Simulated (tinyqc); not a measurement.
Surface potential of a MOS transistor: implicit equation and explicit approximations: two steps of the calculation.

p-type body, charge-sheet picture, depletion and inversion only, full ionisation (an idealisation for deep acceptors), Boltzmann statistics (rough once Na exp(x - xn) passes about Nc/7). In units of Vt: xg = (Vg - Vfb)/Vt, x = psi/Vt, G = gamma/sqrt(Vt), xn = (2 phiF + Vc)/Vt. The implicit equation is (xg - x)^2 = G^2 [x - 1 + exp(x - xn)] for x above about 3. Cox = eps0 eox/tox.

Values chosen for this exercise; band and dielectric values close to those of silicon: temperature T = 350 K; band gap Eg = 1.11 eV; relative permittivity eps_r = 11.8; conduction-band density of states at T Nc = 3.47e19 cm^-3; valence-band density of states at T Nv = 3.35e19 cm^-3; relative permittivity of the gate insulator (close to silicon nitride) eox = 7.32; insulator thickness tox = 12 nm; acceptor density Na = 1.5e17 cm^-3; flat-band voltage Vfb = -0.58 V; channel-body voltage Vc = 0.5 V; gate-body voltage Vg = 1.97 V.

Constants: q = 1.602176634e-19 C, kB = 1.380649e-23 J/K, Vt = kB T/q, eps0 = 8.8541878128e-14 F/cm where lengths are in cm. Results are converted to the units shown.

Problem 1. Scales. ni = sqrt(Nc Nv) exp(-Eg/(2 Vt)), Eg in volts; phiF = Vt ln(Na/ni); gamma = sqrt(2 q eps0 eps_r Na)/Cox; VT = Vfb + Vt (xn + G sqrt(xn - 1)).

Wanted: phiF; gamma; G; xn; VT; xg.

Solution 1.

phiF = 0.39134 V
gamma = 0.41491 V^0.5
G = 2.3891
xn = 42.528
VT = 1.1670 V
xg = 84.547

Problem 2. Explicit approximation. Depletion value a = 1 + [sqrt(G^2/4 + xg - 1) - G/2]^2; inversion value b = xn + ln[(xg - xn)^2/G^2 - xn + 1] and first guess y = min(a, b) - ln(1 + exp(-|a - b|)) if a > xn + 1, else b = y = a; one second-order correction with D = exp(y - xn), p = 2 (xg - y) + G^2 (1 + D), w = (xg - y)^2 - G^2 (y - 1 + D): z = y + 2 w/(p + sqrt(p^2 - 2 (2 - G^2 D) w)), or the Newton step z = y + w/p where the root is not real.

G = 2.3890881
xn = 42.528258
xg = 84.547203

Wanted: a; b; y; p; w; z.

Solution 2.

a = 65.38
b = 48.12
y = 48.12
p = 1607
w = -470.5
z = 47.77

The root of the implicit equation is x = 47.7759; y misses it by 0.34 and z by -0.0087, in units of Vt.

Numbers from tinyqc (`OMP_NUM_THREADS=1 python tinyqc.py 2122217 2122218 out.jsonl`; about 0.01 s on one thread of a shared Intel Xeon 2.30GHz).
